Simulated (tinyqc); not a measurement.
Koster-Slater impurity in an sp3s* host: one step. A first estimate from the table.

Parameters, chosen for this exercise (out of a larger set: near a published set for AlAs; not measured data): V = -32.3 eV (shift of the s level).

G(E) (1/eV):

| E (eV) | G_s | G_p |
|---|---|---|
| 0.000000 | 0.0312953 | 0.3627716 |
| 0.280965 | 0.0218036 | 0.2444124 |
| 0.561931 | 0.0109943 | 0.1848362 |
| 0.842896 | -0.0020336 | 0.1422752 |
| 1.123862 | -0.0187772 | 0.1074187 |
| 1.404827 | -0.0421907 | 0.0757023 |
| 1.685792 | -0.0794540 | 0.0432675 |
| 1.966758 | -0.1560824 | 0.0037373 |
| 2.247723 | -0.7702873 | -0.1011757 |

Problem. A defect that shifts the s level of its anion site by V has a level where the host Green function G_s(E) equals 1/V; E is counted from the top of the valence band. Find it by linear interpolation between the two rows that bracket it.

Give: 1/V; estimated level.

Solution.

1/V = -0.03096 1/eV
estimated level = 1.270 eV

Computed by tinyqc, a small Python program: `OMP_NUM_THREADS=1 python tinyqc.py 1450647 1450648 out.jsonl` (the numbers bound the seed that draws the inputs); one thread of a shared host (Intel(R) Xeon(R) Processor @ 2.30GHz), about 0.04 s for the whole set of steps.
